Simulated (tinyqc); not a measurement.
# Carrier lifetime of an n-type layer with SRH, radiative, Auger and surface recombination: effects of single changes

Uniform excess density dn = dp (no trapping), n = n0 + dn, p = p0 + dn, Boltzmann statistics, full ionisation. Surfaces enter as a rate 2 S dn/d, which holds while diffusion to them is fast.

Values chosen for this exercise; band and dielectric values close to those of gallium arsenide: temperature T = 300 K; band gap Eg = 1.43 eV; conduction-band density of states at T Nc = 4.48e17 cm^-3; valence-band density of states at T Nv = 9.14e18 cm^-3; radiative coefficient B = 7.05e-10 cm^3/s; donor density N = 2.1e15 cm^-3; Auger coefficient (two electrons) Cn = 2.5e-30 cm^6/s; Auger coefficient (two holes) Cp = 1.3e-30 cm^6/s; trap density Nt = 1.4e10 cm^-3; capture cross-section for electrons sn = 3e-14 cm^2; capture cross-section for holes sp = 7e-15 cm^2; thermal velocity (both carriers) vth = 2.3e7 cm/s; trap level below the conduction band Et = 0.59 eV; surface recombination velocity (both faces) S = 0 cm/s; sample thickness d = 7 um.

Constants: q = 1.602176634e-19 C, kB = 1.380649e-23 J/K, Vt = kB T/q. Results are converted to the units shown.

Each table varies one quantity; the others keep the values above.

## Lifetime against injection

ni = sqrt(Nc Nv) exp(-Eg/(2 Vt)), Eg in volts; majority density N/2 + sqrt(N^2/4 + ni^2), n0 p0 = ni^2; n1 = Nc exp(-Et/Vt), p1 = Nv exp((Et - Eg)/Vt); tn0 = 1/(sn vth Nt), tp0 = 1/(sp vth Nt). With e = n p - ni^2 = dn (n0 + p0 + dn): U_SRH = e/(tp0 (n + n1) + tn0 (p + p1)), U_rad = B e, U_Aug = (Cn n + Cp p) e, U_s = 2 S dn/d. Each tau is dn over its rate; tau = dn/U with U the sum.

Lifetime against injection:
```
dn (cm^-3)	tau_SRH (s)	tau_rad (s)	tau_Aug (s)	tau (s)	radiative share (%)	largest path
1e11	4.437e-4	6.754e-7	0.09069	6.744e-7	99.85	radiative
1e12	4.437e-4	6.751e-7	0.09059	6.741e-7	99.85	radiative
1e13	4.441e-4	6.722e-7	0.08962	6.712e-7	99.85	radiative
1e14	4.484e-4	6.447e-7	0.08074	6.438e-7	99.86	radiative
1e15	4.770e-4	4.576e-7	0.03564	4.571e-7	99.90	radiative
1e16	5.292e-4	1.172e-7	0.001911	1.172e-7	99.97	radiative
1e17	5.450e-4	1.389e-8	2.542e-5	1.388e-8	99.94	radiative
1e18	5.470e-4	1.415e-9	2.622e-7	1.408e-9	99.46	radiative
1e19	5.472e-4	1.418e-10	2.631e-9	1.346e-10	94.88	radiative
```

Read the table: what changes, and by how much?

Radiative recombination leads at dn = 1e11 and in all other rows. The total lifetime falls from 6.74e-7 to 1.35e-10 s. tau_SRH goes from 4.44e-4 s (low-injection limit 4.44e-4 s) to 5.47e-4 s (high-injection limit tn0 + tp0 = 5.47e-4 s). Between the last two rows tau_rad goes as dn^(-1.00) and tau_Aug as dn^(-2.00); the radiative share goes from 99.8 through a maximum of 100 (at dn = 1e16 among the rows listed) to 94.9 %. For dn = 1e18, 1e19 the carriers are degenerate, where B and the Auger coefficients no longer stay constant.

## Effect of the capture cross-section for electrons at dn = 7e14 cm^-3

Same model as above.

Here dn = 7e14 cm^-3.

The same in every row: tau_rad (s) = 5.0659e-7; tau_Aug (s) = 0.045151.

Effect of the capture cross-section for electrons at dn = 7e14 cm^-3:
```
sn (cm^2)	tau_SRH (s)	tau (s)	radiative share (%)	largest path
7e-18	0.11136	5.0658e-7	99.998	radiative
7e-17	0.011535	5.0656e-7	99.994	radiative
7e-16	0.0015528	5.0641e-7	99.966	radiative
7e-15	5.5457e-4	5.0612e-7	99.908	radiative
7e-14	4.5475e-4	5.0602e-7	99.888	radiative
7e-13	4.4476e-4	5.0600e-7	99.885	radiative
7e-12	4.4377e-4	5.0600e-7	99.885	radiative
```

What does the comparison show?

Radiative recombination leads at sn = 7e-18 and in all other rows. tau_SRH falls from 0.111 to 4.44e-4 s and the total lifetime stays near 5.06e-7 s.

tinyqc, about 0.01 s, one thread, Intel Xeon 2.30GHz (shared host): `OMP_NUM_THREADS=1 python tinyqc.py 2300024 2300025 out.jsonl`
